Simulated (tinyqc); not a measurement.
UHF in the sto-3g basis, for BeH, spin multiplicity 2, step by step. This run ends on a higher stationary point, not on the lowest solution. One step of it, computed by the program tinyqc.

Question. Iteration 1: building the Fock matrix. J_ij = sum D_kl (ij|kl) with D = D(alpha) + D(beta), K_ij = sum D_kl (ik|jl) for each spin; F = H + J - K(s); E = tr D H + tr D J / 2 - 0.5 sum_s tr D(s) K(s) + E_nn.

D(alpha) at the start, order 1Be 1s, 1Be 2s, 1Be 2px, 1Be 2py, 1Be 2pz, 2H 1s:
$$\begin{pmatrix}
1.052021 & -0.193648 & 0.000000 & 0.000000 & -0.119366 & 0.005266 \\
-0.193648 & 0.714996 & 0.000000 & 0.000000 & 0.491357 & -0.004487 \\
0.000000 & 0.000000 & 0.146687 & -0.353793 & 0.000000 & 0.000000 \\
0.000000 & 0.000000 & -0.353793 & 0.853313 & 0.000000 & 0.000000 \\
-0.119366 & 0.491357 & 0.000000 & 0.000000 & 0.337857 & -0.003028 \\
0.005266 & -0.004487 & 0.000000 & 0.000000 & -0.003028 & 0.000045
\end{pmatrix}$$

D(beta) at the start, order 1Be 1s, 1Be 2s, 1Be 2px, 1Be 2py, 1Be 2pz, 2H 1s:
$$\begin{pmatrix}
1.052021 & -0.193648 & 0.000000 & 0.000000 & -0.119366 & 0.005266 \\
-0.193648 & 0.714996 & 0.000000 & 0.000000 & 0.491357 & -0.004487 \\
0.000000 & 0.000000 & 0.000000 & 0.000000 & 0.000000 & 0.000000 \\
0.000000 & 0.000000 & 0.000000 & 0.000000 & 0.000000 & 0.000000 \\
-0.119366 & 0.491357 & 0.000000 & 0.000000 & 0.337857 & -0.003028 \\
0.005266 & -0.004487 & 0.000000 & 0.000000 & -0.003028 & 0.000045
\end{pmatrix}$$

core Hamiltonian H = T + V (hartree), order 1Be 1s, 1Be 2s, 1Be 2px, 1Be 2py, 1Be 2pz, 2H 1s:
$$\begin{pmatrix}
-8.152850 & -2.006411 & 0.000000 & 0.000000 & -0.009423 & -0.177025 \\
-2.006411 & -2.383845 & 0.000000 & 0.000000 & -0.095047 & -0.615554 \\
0.000000 & 0.000000 & -1.893828 & 0.000000 & 0.000000 & 0.000000 \\
0.000000 & 0.000000 & 0.000000 & -1.893828 & 0.000000 & 0.000000 \\
-0.009423 & -0.095047 & 0.000000 & 0.000000 & -1.959313 & -0.736921 \\
-0.177025 & -0.615554 & 0.000000 & 0.000000 & -0.736921 & -1.608600
\end{pmatrix}$$

Two-electron integrals (ij|kl) in chemists' order, unique and non-zero (hartree):
```
(11|11) 2.298831   (21|11) 0.392036   (21|21) 0.079539   (22|11) 0.570988
(22|21) 0.143041   (22|22) 0.417683   (31|31) 0.014607   (32|31) 0.021888
(32|32) 0.092265   (33|11) 0.569578   (33|21) 0.143083   (33|22) 0.417589
(33|33) 0.449859   (41|41) 0.014607   (42|41) 0.021888   (42|42) 0.092265
(43|43) 0.024249   (44|11) 0.569578   (44|21) 0.143083   (44|22) 0.417589
(44|33) 0.401360   (44|44) 0.449859   (51|51) 0.014607   (52|51) 0.021888
(52|52) 0.092265   (53|53) 0.024249   (54|54) 0.024249   (55|11) 0.569578
(55|21) 0.143083   (55|22) 0.417589   (55|33) 0.401360   (55|44) 0.401360
(55|55) 0.449859   (61|11) 0.033468   (61|21) 0.006789   (61|22) 0.012328
(61|33) 0.012249   (61|44) 0.012249   (61|51) 0.000616   (61|52) 0.001162
(61|55) 0.012491   (61|61) 0.000609   (62|11) 0.111206   (62|21) 0.028427
(62|22) 0.094721   (62|33) 0.090816   (62|44) 0.090816   (62|51) 0.003631
(62|52) 0.025159   (62|55) 0.102435   (62|61) 0.002689   (62|62) 0.037169
(63|31) 0.002166   (63|32) 0.011085   (63|53) 0.003988   (63|63) 0.002726
(64|41) 0.002166   (64|42) 0.011085   (64|54) 0.003988   (64|64) 0.002726
(65|11) 0.131927   (65|21) 0.034039   (65|22) 0.118164   (65|33) 0.111384
(65|44) 0.111384   (65|51) 0.005705   (65|52) 0.038489   (65|55) 0.131593
(65|61) 0.003313   (65|62) 0.051766   (65|65) 0.073324   (66|11) 0.285445
(66|21) 0.074030   (66|22) 0.276975   (66|33) 0.258861   (66|44) 0.258861
(66|51) 0.009290   (66|52) 0.087476   (66|55) 0.312806   (66|61) 0.007043
(66|62) 0.148078   (66|65) 0.215769   (66|66) 0.774606
```

nuclear repulsion = 1.14293134 hartree

Give: Coulomb J; exchange K(alpha); exchange K(beta); F(alpha); F(beta); total energy of this density.

Answer.

Coulomb J (hartree), order 1Be 1s, 1Be 2s, 1Be 2px, 1Be 2py, 1Be 2pz, 2H 1s:
$$\begin{pmatrix}
6.3013 & 1.2068 & 0.0000 & 0.0000 & 0.0359 & 0.1054 \\
1.2068 & 2.3848 & 0.0000 & 0.0000 & 0.1700 & 0.5539 \\
0.0000 & 0.0000 & 2.3617 & -0.0172 & 0.0000 & 0.0000 \\
0.0000 & 0.0000 & -0.0172 & 2.3960 & 0.0000 & 0.0000 \\
0.0359 & 0.1700 & 0.0000 & 0.0000 & 2.3869 & 0.6917 \\
0.1054 & 0.5539 & 0.0000 & 0.0000 & 0.6917 & 1.5720
\end{pmatrix}$$

exchange K(alpha) (hartree), order 1Be 1s, 1Be 2s, 1Be 2px, 1Be 2py, 1Be 2pz, 2H 1s:
$$\begin{pmatrix}
2.3433 & 0.4184 & 0.0000 & 0.0000 & 0.0118 & 0.0406 \\
0.4184 & 0.4497 & 0.0000 & 0.0000 & 0.2300 & 0.1559 \\
0.0000 & 0.0000 & 0.1676 & -0.1506 & 0.0000 & 0.0000 \\
0.0000 & 0.0000 & -0.1506 & 0.4684 & 0.0000 & 0.0000 \\
0.0118 & 0.2300 & 0.0000 & 0.0000 & 0.2480 & 0.1315 \\
0.0406 & 0.1559 & 0.0000 & 0.0000 & 0.1315 & 0.1012
\end{pmatrix}$$

exchange K(beta) (hartree), order 1Be 1s, 1Be 2s, 1Be 2px, 1Be 2py, 1Be 2pz, 2H 1s:
$$\begin{pmatrix}
2.3287 & 0.3965 & 0.0000 & 0.0000 & 0.0118 & 0.0384 \\
0.3965 & 0.3574 & 0.0000 & 0.0000 & 0.2300 & 0.1448 \\
0.0000 & 0.0000 & 0.0810 & 0.0000 & 0.0000 & 0.0000 \\
0.0000 & 0.0000 & 0.0000 & 0.0810 & 0.0000 & 0.0000 \\
0.0118 & 0.2300 & 0.0000 & 0.0000 & 0.2238 & 0.1275 \\
0.0384 & 0.1448 & 0.0000 & 0.0000 & 0.1275 & 0.0985
\end{pmatrix}$$

F(alpha) (hartree), order 1Be 1s, 1Be 2s, 1Be 2px, 1Be 2py, 1Be 2pz, 2H 1s:
$$\begin{pmatrix}
-4.1949 & -1.2181 & 0.0000 & 0.0000 & 0.0147 & -0.1122 \\
-1.2181 & -0.4487 & 0.0000 & 0.0000 & -0.1550 & -0.2175 \\
0.0000 & 0.0000 & 0.3003 & 0.1334 & 0.0000 & 0.0000 \\
0.0000 & 0.0000 & 0.1334 & 0.0338 & 0.0000 & 0.0000 \\
0.0147 & -0.1550 & 0.0000 & 0.0000 & 0.1796 & -0.1767 \\
-0.1122 & -0.2175 & 0.0000 & 0.0000 & -0.1767 & -0.1378
\end{pmatrix}$$

F(beta) (hartree), order 1Be 1s, 1Be 2s, 1Be 2px, 1Be 2py, 1Be 2pz, 2H 1s:
$$\begin{pmatrix}
-4.1803 & -1.1962 & 0.0000 & 0.0000 & 0.0147 & -0.1101 \\
-1.1962 & -0.3565 & 0.0000 & 0.0000 & -0.1550 & -0.2064 \\
0.0000 & 0.0000 & 0.3869 & -0.0172 & 0.0000 & 0.0000 \\
0.0000 & 0.0000 & -0.0172 & 0.4212 & 0.0000 & 0.0000 \\
0.0147 & -0.1550 & 0.0000 & 0.0000 & 0.2038 & -0.1728 \\
-0.1101 & -0.2064 & 0.0000 & 0.0000 & -0.1728 & -0.1351
\end{pmatrix}$$

total energy of this density = -14.379170 hartree
